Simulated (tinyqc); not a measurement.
Charge neutrality of a doped semiconductor with incomplete ionisation: one step, computed by the program tinyqc. Command: `OMP_NUM_THREADS=1 python tinyqc.py 3003954 3003955 out.jsonl dopant walk`. One thread of a shared host (Intel(R) Xeon(R) Processor @ 2.30GHz), about 0.02 s of CPU time with the checks.

Energies are counted from the top of the valence band; E_D is measured down from the conduction band and E_A up from the valence band.

Question. The closed form for the extrinsic range. With Boltzmann statistics, no holes and every acceptor ionised, n (n + N_A) = n1 (N_D - N_A - n) with n1 = (N_c/g_D) exp(-E_D/k_B T). Take the positive root.

Inputs (values chosen for the exercise, modelled on silicon): donor density N_D = 6.5e+17 cm^-3; acceptor density N_A = 1.9e+17 cm^-3; donor depth E_D = 0.0465 eV; donor degeneracy g_D = 2; temperature T = 77 K.

Doping: n-type, compensated. Statistics of the bands: Boltzmann.

N_c = 3.881466e+18 cm^-3

k_B T = 0.006635347 eV

Give: n1; n from the quadratic.

Answer.

n1 = 1.756e+15 cm^-3

n from the quadratic = 4.123e+15 cm^-3
